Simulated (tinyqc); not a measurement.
Inside a calculation. Model: on-chip interconnect, size-dependent resistivity and RC delay.

Numbers from tinyqc (`OMP_NUM_THREADS=1 python tinyqc.py 2100023 2100024 out.jsonl`; about 0.01 s on one thread of a shared Intel Xeon 2.30GHz). Printed values are rounded.

A rectangular line between two neighbours and two ground planes. Surface and grain-boundary scattering are added to the bulk resistivity as corrections; capacitances are parallel-plate values without fringing; inductance is ignored.

Parameters, values chosen for the exercise; metal values close to those of aluminium:
- rho0 = 2.69 uohm cm (bulk resistivity)
- lam = 18.9 nm (bulk mean free path)
- ps = 0 (specular share of surface scattering)
- Rg = 0.25 (reflection coefficient of grain boundaries)
- gr = 1.5 (grain size over the metal width)
- wd = 33 nm (drawn line width)
- AR = 1.7 (aspect ratio, height over width)
- tl = 2.4 nm (liner on both walls and the bottom, not conducting)
- sp = 50 nm (space to the neighbouring lines)
- hd = 66 nm (dielectric height to the planes above and below)
- ek = 2.5 (relative permittivity of the dielectric)
- Mf = 0 (Miller factor of the neighbours)
- Lw = 48 um (line length)
- Rd = 700 ohm (driver resistance)
- Cl = 1.9 fF (load capacitance)
- dt = 1.6 ps (time step)

Constants: eps0 = 8.8541878128e-12 F/m. Results are converted to the units shown.

## Resistivity, resistance and capacitance per length

Metal width x = wd - 2 tl, height y = AR wd - tl; grain boundaries (Mayadas-Shatzkes): al = (lam/(gr x)) Rg/(1 - Rg), g = 1/[1 - 3 al/2 + 3 al^2 - 3 al^3 ln(1 + 1/al)] - 1; surfaces (Fuchs-Sondheimer, thick limit): s = (3/8) lam (1 - ps)(1/x + 1/y); rho = rho0 (1 + g + s); r = rho/(x y); c = eps0 ek (2 wd/hd + 2 Mf AR wd/sp).

x = 28.2 nm
y = 53.7 nm
al = 0.1489362
g = 0.2152254
s = 0.3833130
rho = 4.300068 uohm cm
r = 28.39566 ohm/um
c = 0.02213547 fF/um

rho is 1.60 times the bulk value; surfaces add more (0.383 against 0.215). The liner takes 18.2 % of the cross-section.

## Ladder and Elmore delays

4 equal pi sections: series Rs = r Lw/4; node capacitances c Lw/4, halved at nodes 0 and 4, with Cl added to node 4; Rd feeds node 0. Elmore delay of node k: the sum, over the resistors on the path to k, of resistance times all capacitance downstream of it.

Rs = 340.7479 ohm

```
node	C (fF)	Elmore delay (ps)
0	0.1328128	2.073752
1	0.2656256	3.037963
2	0.2656256	3.911662
3	0.2656256	4.694850
4	2.032813	5.387527
```

The far-end value equals Rd (c Lw + Cl) + r Lw (c Lw/2 + Cl) for any number of pi sections; the line resistance contributes 61.5 % of it.

## Step 1: node voltages after a time step

v at t = 0, node 0 to 4 (V): 0  0  0  0  0

A 1 V step is applied behind Rd at t = 0. C dv/dt = -G v + b, with G the conductance matrix of the ladder (1/Rs between neighbours, 1/Rd added at node 0) and b = (1 V/Rd, 0, ...). Trapezoidal step: (C/dt + G/2) v(new) = (C/dt - G/2) v + b.

v at t = 1 dt, node 0 to 4 (V): 1.148772  0.799395  0.540460  0.342673  0.183656

Node 0 overshoots the 1 V source: the trapezoidal rule rings on modes much faster than dt.

## Step 2: node voltages after a time step

As before.

v at t = 2 dt, node 0 to 4 (V): 0.4570637  0.5754391  0.5780335  0.5237316  0.4511447

## Course in time

A 1 V step is applied behind Rd at t = 0. C dv/dt = -G v + b, with G the conductance matrix of the ladder (1/Rs between neighbours, 1/Rd added at node 0) and b = (1 V/Rd, 0, ...). Trapezoidal step: (C/dt + G/2) v(new) = (C/dt - G/2) v + b. The last column solves the same ladder exactly by its modes.

Voltages (V):
```
t (ps)	node 0	node 2	node 4	node 4, exact
1.600	1.149	0.540	0.1837	0.2183
3.200	0.457	0.578	0.4511	0.4311
4.800	1.121	0.694	0.5825	0.5860
6.400	0.660	0.818	0.7038	0.6988
8.000	1.122	0.812	0.7843	0.7808
9.600	0.763	0.924	0.8415	0.8405
11.20	1.120	0.886	0.8880	0.8839
12.80	0.822	0.971	0.9155	0.9155
14.40	1.113	0.931	0.9418	0.9385
16.00	0.860	0.992	0.9550	0.9553
17.60	1.103	0.958	0.9697	0.9675
19.20	0.886	1.001	0.9760	0.9763
```

The far end of the ladder reaches 0.5 V at 3.850 ps, 0.715 of its Elmore delay (ln 2 = 0.693 for a single pole); the slowest mode has a time constant of 5.033 ps. The largest error of the trapezoidal steps at that node is 35 mV. Node 0 swings up and down from step to step: the trapezoidal rule does not damp modes much faster than dt, so these swings are numerical.
